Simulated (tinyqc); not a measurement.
# Thermoelectric coefficients with energy filtering, Landauer integrals: two studies

Bulk parabolic band, x = (E - Ec)/kB T, C = hbar^2/(2 m0), kB T in eV. Modes per area gv m kB T x/(4 pi C) times the back-scattering length l0 x^rr give the transport function s0 X(x), s0 = (2 q^2/h) gv m kB T l0/(4 pi C), X = x^(1 + rr), multiplied by tb for x < xb. I_k = int X (x - eta)^k w dx, w = 1/(4 cosh^2((x - eta)/2)).

Inputs (values chosen for the exercise): temperature T = 400 K; mass of one valley m = 0.66 m0; valleys gv = 2; back-scattering length at x = 1 l0 = 2.9 nm; energy exponent of that length rr = 0.5; lattice thermal conductivity kL = 9 W/(m K); reduced Fermi level (EF - Ec)/kB T eta = 5.5; barrier height over kB T, above Ec xb = 7.1; share of the transport function left below the barrier tb = 0.2.

Constants: q = 1.602176634e-19 C, kB = 1.380649e-23 J/K, hbar = 1.054571817e-34 J s, h = 6.62607015e-34 J s, m0 = 9.1093837015e-31 kg, Vt = kB T/q, hbar^2/(2 m0) = 0.0380998212 eV nm^2. Results are converted to the units shown.

Each table varies one quantity; the others keep the values above.

## Effect of the Fermi level

sigma = s0 I_0, S = -(kB/q) I_1/I_0, Lorenz number L = (kB/q)^2 [I_2/I_0 - (I_1/I_0)^2], kappa_e = L sigma T. Power factor S^2 sigma, ZT = S^2 sigma T/(kappa_e + kL). The integrals are converged.

Effect of the Fermi level:
```
eta,sigma (S/cm),S (uV/K),kappa_e (W/(m K)),power factor (mW/(m K^2)),ZT
2.1,195.3,-195.2,0.2899,0.7442,0.03204
2.9,302.9,-185.2,0.4581,1.039,0.04394
3.7,461.5,-182.5,0.6693,1.537,0.06359
4.5,709.5,-180.9,0.9028,2.321,0.09375
5.3,1115,-172.5,1.144,3.318,0.1308
6.1,1764,-153.0,1.437,4.127,0.1582
6.9,2689,-125.1,1.902,4.210,0.1545
7.7,3787,-96.68,2.642,3.539,0.1216
8.5,4882,-73.78,3.634,2.658,0.08415
9.3,5887,-58.03,4.750,1.982,0.05767
10.1,6815,-47.98,5.872,1.569,0.04220
```

sigma rises from 195 to 6820 S/cm, and S rises from -195 to -48.0 uV/K. Among the rows the power factor is largest at eta = 6.9 and ZT, 0.158, at eta = 6.1, where S = -153 uV/K. ZT peaks at a lower eta than the power factor because kappa_e grows with sigma.

## Effect of the barrier height

Same model as above.

Effect of the barrier height:
```
xb,sigma (S/cm),S (uV/K),kappa_e (W/(m K)),power factor (mW/(m K^2)),ZT
1.5,2869,-72.81,2.568,1.521,0.05258
2.5,2853,-74.73,2.488,1.594,0.05549
3.5,2787,-81.40,2.272,1.847,0.06553
4.5,2578,-97.91,1.893,2.471,0.09075
5.5,2134,-126.5,1.478,3.414,0.1303
6.5,1556,-157.4,1.244,3.856,0.1506
7.5,1087,-170.8,1.206,3.173,0.1244
8.5,813.3,-157.4,1.176,2.014,0.07918
9.5,679.2,-130.0,1.050,1.148,0.04568
```

sigma falls from 2870 to 679 S/cm, |S| goes from 72.8 through a maximum of 171 (at xb = 7.5 among the rows listed) to 130 uV/K, and the power factor goes from 1.52 through a maximum of 3.86 (at xb = 6.5 among the rows listed) to 1.15 mW/(m K^2). Without a barrier the power factor at this eta = 5.5 is 1.51; the best row is 2.56 times that. States below the Fermi level add to sigma but subtract from |S|, and the barrier removes them.

Range of the model: Parabolic bands, elastic scattering and a fixed kL make these model figures, not those of a material.

Program tinyqc, `OMP_NUM_THREADS=1 python tinyqc.py 2800032 2800033 out.jsonl`; Intel Xeon 2.30GHz, shared host, one thread, about 0.02 s.
